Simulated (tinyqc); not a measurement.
# Both saturation currents from two open-circuit voltages

Problem. Without shunt, at open circuit JL = J01 (exp(Voc/Vt) - 1) + J02 (exp(Voc/(2 Vt)) - 1). Find J01, J02 and the mean ideality (Voc2 - Voc1)/(Vt ln(JL2/JL1)).

Values chosen for this exercise:

| symbol | value | unit | meaning |
|---|---|---|---|
| T | 273 | K | temperature |

Constants: q = 1.602176634e-19 C, kB = 1.380649e-23 J/K, Vt = kB T/q. Results are converted to the units shown.

photocurrents (mA/cm^2): 23.2  1.16
Voc (V): 1.0755977  0.94826862

Solution. The relation is linear in J01 and J02, so two light levels give two equations; series resistance plays no part at open circuit.

J01 = 8.70e-23 A/cm^2
J02 = 2.00e-12 A/cm^2
mean ideality = 1.81

Numbers from tinyqc (`OMP_NUM_THREADS=1 python tinyqc.py 2280104 2280105 out.jsonl`; about 0.01 s on one thread of a shared Intel Xeon 2.30GHz).
